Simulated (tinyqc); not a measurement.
# Gated two-dimensional channel with two bands, quantum capacitance: effects of single changes

phi is the Fermi level above the lowest band edge, in volts; Vg is counted from the gate voltage at which an empty channel would have phi = 0. The channel has no thickness; trap charge is -q Dit phi.

Inputs (values chosen for the exercise); lowest band close to that of monolayer WS2: temperature T = 300 K; relative permittivity of the gate insulator (close to zirconium oxide) eox = 24.8; insulator thickness tox = 7.8 nm; in-plane mass md = 0.313 m0; valley degeneracy gv = 2; in-plane mass of a second band, chosen freely m2 = 0.7 m0; valley degeneracy of that band, chosen freely g2 = 2; second band edge above the first E2 = 0.33 eV; density of traps Dit = 0 cm^-2 eV^-1; gate voltage Vg = 0.8 V.

Constants: q = 1.602176634e-19 C, kB = 1.380649e-23 J/K, hbar = 1.054571817e-34 J s, m0 = 9.1093837015e-31 kg, Vt = kB T/q, eps0 = 8.8541878128e-14 F/cm where lengths are in cm. Results are converted to the units shown.

Each table varies one quantity; the others keep the values above.

## Effect of the gate voltage

D1 = gv md m0 q/(pi hbar^2), D2 = g2 m2 m0 q/(pi hbar^2) per eV; n1 = D1 Vt ln(1 + exp(phi/Vt)), n2 = D2 Vt ln(1 + exp((phi - E2)/Vt)), n = n1 + n2; Cq = q dn/dphi = q [D1/(1 + exp(-phi/Vt)) + D2/(1 + exp((E2 - phi)/Vt))]. Cox = eps0 eox/tox; Vg = phi + q (n + Dit phi)/Cox. 1/C_G = 1/Cox + 1/(Cq + q Dit); dphi/dVg = Cox/(Cox + Cq + q Dit).

The same in every row: Cox (uF/cm^2) = 2.815.

Effect of the gate voltage:

| Vg (V) | phi (V) | n (cm^-2) | Cq (uF/cm^2) | C_G (uF/cm^2) | dphi/dVg | share of the second band (%) |
|---|---|---|---|---|---|---|
| -0.2 | -0.2002 | 2.932e9 | 0.01817 | 0.01805 | 0.9936 | 6.396e-4 |
| -0.09 | -0.09844 | 1.484e11 | 0.9096 | 0.6875 | 0.7558 | 6.465e-4 |
| 0.02 | -0.04413 | 1.127e12 | 6.433 | 1.958 | 0.3044 | 6.958e-4 |
| 0.13 | -0.01930 | 2.623e12 | 13.47 | 2.329 | 0.1728 | 7.812e-4 |
| 0.24 | -0.003251 | 4.274e12 | 19.63 | 2.462 | 0.1254 | 8.918e-4 |
| 0.36 | 0.01018 | 6.147e12 | 25.02 | 2.530 | 0.1011 | 0.001043 |
| 0.47 | 0.02057 | 7.897e12 | 28.87 | 2.565 | 0.08885 | 0.001213 |
| 0.58 | 0.02989 | 9.666e12 | 31.87 | 2.587 | 0.08117 | 0.001421 |
| 0.69 | 0.03852 | 1.145e13 | 34.19 | 2.601 | 0.07607 | 0.001676 |
| 0.8 | 0.04668 | 1.324e13 | 35.98 | 2.611 | 0.07256 | 0.001987 |

As Vg goes from -0.2 to 0.8, Cq rises from 0.0182 to 36.0 uF/cm^2, C_G/Cox rises from 0.00641 to 0.927 and n rises from 2.93e9 to 1.32e13 cm^-2. Cq is below Cox for Vg = -0.2, -0.09; there the density of states limits the response dn/dVg more than the insulator does.

## Effect of the insulator thickness

Same model as above.

Results:

| tox (nm) | phi (V) | n (cm^-2) | Cq (uF/cm^2) | Cox (uF/cm^2) | C_G (uF/cm^2) | dphi/dVg | share of the second band (%) |
|---|---|---|---|---|---|---|---|
| 0.5 | 0.36485 | 1.1928e14 | 116.27 | 43.917 | 31.877 | 0.27415 | 20.013 |
| 0.9 | 0.28788 | 7.7987e13 | 57.255 | 24.398 | 17.108 | 0.29880 | 3.4707 |
| 1.6 | 0.19713 | 5.1641e13 | 42.422 | 13.724 | 10.369 | 0.24443 | 0.17105 |
| 2.9 | 0.12224 | 3.2031e13 | 41.560 | 7.5719 | 6.4049 | 0.15411 | 0.015265 |
| 9.3 | 0.037529 | 1.1236e13 | 33.949 | 2.3611 | 2.2076 | 0.065027 | 0.0016428 |
| 17 | 0.011509 | 6.3568e12 | 25.536 | 1.2917 | 1.2295 | 0.048147 | 0.0010614 |
| 30 | -0.0082541 | 3.6925e12 | 17.633 | 0.73195 | 0.70277 | 0.039857 | 8.5071e-4 |

Estimate the missing row, tox = 5.2 nm.

Computed row:

| tox (nm) | phi (V) | n (cm^-2) | Cq (uF/cm^2) | Cox (uF/cm^2) | C_G (uF/cm^2) | dphi/dVg | share of the second band (%) |
|---|---|---|---|---|---|---|---|
| 5.2 | 0.071831 | 1.9192e13 | 39.450 | 4.2228 | 3.8145 | 0.096690 | 0.0036253 |

With this row back in the table: As tox goes from 0.5 to 30, Cq falls from 116 to 17.6 uF/cm^2, C_G/Cox goes from 0.726 through a minimum of 0.701 (at tox = 0.9 among the rows listed) to 0.960 and n falls from 1.19e14 to 3.69e12 cm^-2. Cq exceeds Cox in every row, so the insulator is the tighter limit, though Cq still cuts C_G by up to 30 %. With the insulator thinned by a factor of 60.0, the charge grows only by 32.3 while Cox grows by 60.0.

Program tinyqc, `OMP_NUM_THREADS=1 python tinyqc.py 2200055 2200056 out.jsonl`; Intel Xeon 2.30GHz, shared host, one thread, about 0.01 s.
